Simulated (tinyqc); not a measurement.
Inside a calculation: optical transitions of a finite quantum well. Values are carried at full precision from step to step, so a last printed digit may differ when a step is redone from the rounded ones.

Each carrier sees a square well of width L with its own depth V and masses m (inside), mb (outside); c = hbar^2/2m0, k = sqrt(m E/c), kappa = sqrt(mb (V - E)/c), and level n solves k L + 2 atan[(k/m)/(kappa/mb)] = n pi. The envelope is cos(kz) for odd n and sin(kz) for even n inside, joins exp(-kappa (|z| - L/2)) outside, and is normalised to 1. Excitons and band mixing are left out.

Constants: hbar^2/2m0 = 3.80998211 eV angstrom^2; hc = 1239.841984 eV nm; fine-structure constant alpha = 0.007297352564.

Parameters, chosen for this exercise (near those of an InGaAs well in InAlAs; not measured data): L = 54 angstrom (well width); Eg = 0.806 eV (gap of the well); Vc = 0.517 eV (conduction offset); Vv = 0.204 eV (valence offset); me = 0.0412 m0 (electron, well); meb = 0.0721 m0 (electron, barrier); mh = 0.381 m0 (heavy hole along z, well); mhb = 0.409 m0 (heavy hole, barrier); ml = 0.0539 m0 (light hole along z, well); mlb = 0.0908 m0 (light hole, barrier); Ns = 0.93 x 1e12/cm^2 (electrons in e1); n_r = 3.28 (refractive index); G = 8 meV (half width of the line).

## Confinement energies

Up to three levels for each carrier.

Levels:
```
level  E (eV)  k (1/angstrom)  kappa (1/angstrom)
e1     0.1154         0.03533             0.08717
e2     0.4434         0.06924             0.03732
hh1    0.0209         0.04571             0.14020
hh2    0.0816         0.09035             0.11462
hh3    0.1717         0.13104             0.05888
lh1    0.0672         0.03084             0.05710
```

## Interband transitions

From e1 and e2 to each hole level: E = Eg + E_e + E_h, wavelength hc/E, squared overlap of the envelopes, and the strength |<S|p|v>|^2 in units of P^2 at the subband edge: overlap^2 times 1/2 (hh) or 1/6 (lh) for light polarised in the plane (TE), times 0 (hh) or 2/3 (lh) along z (TM).

Transitions:
```
pair    E (eV)  wavelength (nm)  overlap^2      TE      TM
e1-hh1  0.9423           1315.7     0.9639  0.4819  0.0000
e1-lh1  0.9886           1254.1     0.9825  0.1638  0.6550
e1-hh2  1.0030           1236.1     0.0000  0.0000  0.0000
e1-hh3  1.0931           1134.2     0.0299  0.0150  0.0000
e2-hh1  1.2703            976.0     0.0000  0.0000  0.0000
e2-lh1  1.3166            941.7     0.0000  0.0000  0.0000
e2-hh2  1.3310            931.5     0.7764  0.3882  0.0000
e2-hh3  1.4211            872.5     0.0000  0.0000  0.0000
```

The edge is e1-hh1 at 1316 nm. Pairs of opposite parity vanish exactly; e1-hh3 is allowed by parity and reaches 0.0299, only because the two envelopes leak differently into the barriers.

## Intersubband transitions from e1

z_1j = <1|z|j>; 1/m1 = <1|1/m|1>; f_1j = (m1/c)(E_j - E_1) z_1j^2, which sums to 1 over all bound and continuum states.

Transitions:
```
pair  E (meV)  wavelength (micrometre)  |z| (angstrom)       f
1-2     328.0                     3.78           15.93  0.9352
```

m1 = 0.0428 m0
sum of f over bound states = 0.9352

The continuum carries the remaining 0.0648. With hard walls z_12 = 16 L/(9 pi^2) = 9.73 angstrom and f_12 = 256/(27 pi^2) = 0.9607.

## Absorption of one well

For light polarised along z (a real waveguide or Brewster geometry adds an angle factor), with all electrons in e1 and none in e2, the peak fractional absorption is 4 pi alpha Ns c f_12/(n_r m1 G) and the area under the Lorentzian line is pi G times that, c = hbar^2/2m0; 1e12/cm^2 = 1e-4/angstrom^2. EF - E1 = 2 pi c Ns/m1 at zero temperature.

peak absorption = 2.706 %
area = 68.01 % meV
EF - E1 = 52.0 meV

EF lies below e2, as assumed.

## Checks

- Sum of f over all levels of a difference grid (60 cells across the well) against 1: 0.999 against 1.000.
- The strength f_12 on that grid against the matched envelopes: both 0.935.

(tinyqc, `OMP_NUM_THREADS=1 python tinyqc.py 1252391 1252392 out.jsonl`, Intel(R) Xeon(R) Processor @ 2.30GHz, 1 thread, shared host, about 0.06 s.)
